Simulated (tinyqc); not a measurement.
Pariser-Parr-Pople SCF with singles CI, for the molecule C=Cc1ccccc1C=O (SMILES; centres numbered as the heavy atoms are written), step by step. Computed by tinyqc, a small Python program that keeps every step. Settings: charge = 0, gamma = Ohno, start = core, damping = 0.5, iteration cap = 60, excitations kept = 9. Command: `OMP_NUM_THREADS=1 python tinyqc.py 21637 21638 out.jsonl` (the two numbers bound the seeds that draw the settings). One thread of a shared host (Intel(R) Xeon(R) Processor @ 2.60GHz), about 0.02 s of CPU time with the checks. Later iterations appear only in the table of the cycle.

## PPP integrals

Centres (angstrom, eV; a flat drawing with bonds scaled to 1.40 angstrom):
```
centre,x,y,core charge z,W,gamma_rr
1C,-2.242000,-1.511000,1,11.160000,11.130000
2C,-0.894000,-1.890000,1,11.160000,11.130000
3C,0.107000,-0.912000,1,11.160000,11.130000
4C,1.455000,-1.290000,1,11.160000,11.130000
5C,2.457000,-0.312000,1,11.160000,11.130000
6C,2.111000,1.044000,1,11.160000,11.130000
7C,0.763000,1.423000,1,11.160000,11.130000
8C,-0.239000,0.445000,1,11.160000,11.130000
9C,-1.586000,0.823000,1,11.160000,11.130000
10O,-1.933000,2.180000,1,17.700000,15.200000
```

Resonance integrals (eV):
```
i,j,beta
1,2,-2.150000
2,3,-2.150000
3,4,-2.150000
4,5,-2.150000
5,6,-2.150000
6,7,-2.150000
7,8,-2.150000
8,9,-2.150000
9,10,-2.260000
8,3,-2.150000
```

Ohno: gamma = 14.399645/sqrt(R^2 + a^2), a = 2 x 14.399645/(gamma_rr + gamma_ss); H_rr = -W_r - sum_(s != r) z_s gamma_rs; H_rs = beta for bonds.

repulsion gamma_rs (eV), lower triangle:
```
,1C,2C,3C,4C,5C,6C,7C,8C,9C,10O
1C,11.130000
2C,7.553088,11.130000
3C,5.240415,7.555437,11.130000
4C,3.670503,5.239999,7.553874,11.130000
5C,2.868931,3.670189,5.238369,7.553355,11.130000
6C,2.763523,3.276693,4.667984,5.239967,7.555471,11.130000
7C,3.276693,3.669911,5.238348,4.668651,5.239284,7.553088,11.130000
8C,4.668967,5.238803,7.552651,5.239284,4.668104,5.238785,7.553355,11.130000
9C,5.239967,4.668651,5.240459,3.671004,3.277058,3.670503,5.239999,7.556677,11.130000
10O,3.728511,3.317434,3.728124,2.896439,2.787860,3.317433,4.789827,5.413163,8.102718,15.200000
```

core matrix H (eV), lower triangle:
```
,1C,2C,3C,4C,5C,6C,7C,8C,9C,10O
1C,-50.170599
2C,-2.150000,-55.350205
3C,0.000000,-2.150000,-63.175663
4C,0.000000,0.000000,-2.150000,-56.893077
5C,0.000000,0.000000,0.000000,-2.150000,-54.018621
6C,0.000000,0.000000,0.000000,0.000000,-2.150000,-54.443448
7C,0.000000,0.000000,0.000000,0.000000,0.000000,-2.150000,-58.389156
8C,0.000000,0.000000,-2.150000,0.000000,0.000000,0.000000,-2.150000,-64.289789
9C,0.000000,0.000000,0.000000,0.000000,0.000000,0.000000,0.000000,-2.150000,-57.827038
10O,0.000000,0.000000,0.000000,0.000000,0.000000,0.000000,0.000000,0.000000,-2.260000,-55.781510
```

## Starting guess

pi electrons, sum of z_r less the charge = 10

Orbitals of the core matrix H.

P at the start, lower triangle:
```
,1C,2C,3C,4C,5C,6C,7C,8C,9C,10O
1C,0.020420
2C,0.077028,0.311829
3C,0.105838,0.559841,1.778051
4C,-0.102012,-0.283324,0.230437,1.297024
5C,-0.070198,-0.228099,-0.083199,0.800004,0.569072
6C,-0.000448,-0.011343,-0.050310,0.258420,0.311401,0.477751
7C,0.059745,0.172557,-0.009482,-0.244479,0.105568,0.733052,1.582067
8C,-0.055374,-0.182297,0.064944,0.007786,-0.037427,-0.135423,0.107666,1.926317
9C,0.015766,0.035154,-0.050417,0.014772,0.028794,0.007693,-0.077179,0.166396,1.337440
10O,0.032709,0.101934,0.024693,-0.034082,0.008456,0.071283,0.043994,-0.205769,0.920520,0.700030
```

## Iteration 1: Fock matrix

F_rr = H_rr + P_rr gamma_rr / 2 + sum_(s != r) P_ss gamma_rs; F_rs = H_rs - P_rs gamma_rs / 2; E = tr P (H + F) / 2 + core repulsion sum_(r<s) z_r z_s gamma_rs.

F (eV), lower triangle:
```
,1C,2C,3C,4C,5C,6C,7C,8C,9C,10O
1C,-6.874264
2C,-2.440901,-5.112262
3C,-0.277317,-4.264923,-3.354286
4C,0.187218,0.742310,-3.020345,-3.317250
5C,0.100697,0.418583,0.217913,-5.171356,-3.312482
6C,0.000619,0.018584,0.117424,-0.677055,-3.326392,-2.038254
7C,-0.097882,-0.316634,0.024836,0.570693,-0.276549,-4.918402,-1.502874
8C,0.129270,0.477510,-2.395249,-0.020397,0.087356,0.354726,-2.556621,-0.611201
9C,-0.041308,-0.082061,0.132103,-0.027115,-0.047179,-0.014119,0.202209,-2.778701,-2.604985
10O,-0.060977,-0.169079,-0.046029,0.049359,-0.011788,-0.118238,-0.105362,0.556930,-5.989358,-6.951538
```

pi energy = -112.374007 eV

## Iteration 1: orbitals and new P

Diagonalise F (the basis is taken as orthonormal) and form P = 2 sum c c over the lowest orbitals; 0.5 of the old P is kept.

orbital energies (eV): -11.365592  -10.508671  -9.983181  -6.675650  -5.879798  -3.080847  0.333521  2.897950  3.077536  5.505335

P after iteration 1, lower triangle:
```
,1C,2C,3C,4C,5C,6C,7C,8C,9C,10O
1C,0.883691
2C,0.265380,0.645916
3C,-0.065226,0.682420,1.413882
4C,-0.093011,-0.158297,0.310052,1.168621
5C,0.034302,-0.239938,-0.038146,0.826079,0.757453
6C,0.056816,-0.044067,-0.088942,0.143584,0.362955,0.691226
7C,0.006976,0.137962,-0.012454,-0.281482,0.071072,0.793401,1.288129
8C,-0.202134,0.031837,0.203057,-0.043318,-0.075483,0.045584,0.245167,1.129580
9C,-0.030909,0.029781,0.002619,-0.002682,0.000538,0.011655,-0.012045,0.167806,1.016447
10O,0.069181,0.021265,-0.025659,-0.004490,0.022802,0.010084,-0.016840,-0.058004,0.925198,1.005055
```

## Iteration 2: Fock matrix

As before.

F (eV), lower triangle:
```
,1C,2C,3C,4C,5C,6C,7C,8C,9C,10O
1C,-6.023861
2C,-3.152218,-4.505481
3C,0.170906,-4.727989,-5.421647
4C,0.170699,0.414739,-3.321046,-5.163433
5C,-0.049205,0.440309,0.099911,-5.269833,-5.286751
6C,-0.078506,0.072196,0.207591,-0.376187,-3.521146,-4.879723
7C,-0.011429,-0.253154,0.032620,0.657072,-0.186184,-5.146313,-5.230648
8C,0.471877,-0.083394,-2.916811,0.113479,0.176182,-0.119402,-3.075917,-3.684393
9C,0.080981,-0.069518,-0.006863,0.004922,-0.000881,-0.021390,0.031558,-2.784029,-4.376331
10O,-0.128971,-0.035273,0.047830,0.006503,-0.031785,-0.016727,0.040329,0.156994,-6.008309,-9.124222
```

pi energy = -122.602665 eV

## Iteration 2: orbitals and new P

As before.

orbital energies (eV): -13.669604  -12.953314  -11.073008  -9.890086  -7.426729  -3.261067  -0.773493  0.915811  1.164052  3.270948

P after iteration 2, lower triangle:
```
,1C,2C,3C,4C,5C,6C,7C,8C,9C,10O
1C,1.097293
2C,0.506261,0.755426
3C,-0.077859,0.650281,1.264799
4C,-0.134184,-0.080888,0.378329,1.080401
5C,0.051356,-0.196430,-0.032381,0.822793,0.875136
6C,0.134014,-0.048145,-0.157001,0.095587,0.421288,0.799838
7C,0.001023,0.087859,-0.012567,-0.292938,0.038928,0.799803,1.165319
8C,-0.332505,0.073420,0.382309,-0.048535,-0.159945,0.074456,0.366518,0.927042
9C,-0.076384,0.006377,0.048378,-0.007065,-0.026938,-0.004236,0.026216,0.216084,0.847294
10O,0.117903,0.001001,-0.085512,0.004564,0.052646,-0.003337,-0.062604,-0.024899,0.908375,1.187452
```

## Convergence

Stop when output and input P, before any damping, agree to 1e-7.

Course of the cycle:
```
iteration,E (eV),largest |P(out) - P(in)|
1,-112.37400660,1.73e+00
2,-122.60266516,4.82e-01
3,-128.31039007,3.19e-01
4,-131.78271882,1.98e-01
5,-133.81714113,1.23e-01
6,-134.97890889,7.68e-02
7,-135.63528577,5.83e-02
8,-136.00583857,4.52e-02
9,-136.21622621,3.48e-02
10,-136.33689800,2.71e-02
11,-136.40704790,2.14e-02
...,...,...
50,-136.51613232,2.59e-05
51,-136.51613235,2.20e-05
52,-136.51613237,1.86e-05
53,-136.51613238,1.58e-05
54,-136.51613239,1.34e-05
55,-136.51613240,1.14e-05
56,-136.51613241,9.63e-06
57,-136.51613241,8.17e-06
58,-136.51613241,6.93e-06
59,-136.51613241,5.87e-06
60,-136.51613242,4.98e-06
```

Not converged within 60 iterations: the residual falls steadily but slowly, by a factor of about 0.85 a step. Reruns (cap 100 unless said): damping 0: converged in 40 (E = -136.51613); the original settings with a cap of 400: converged in 84 (E = -136.51613).
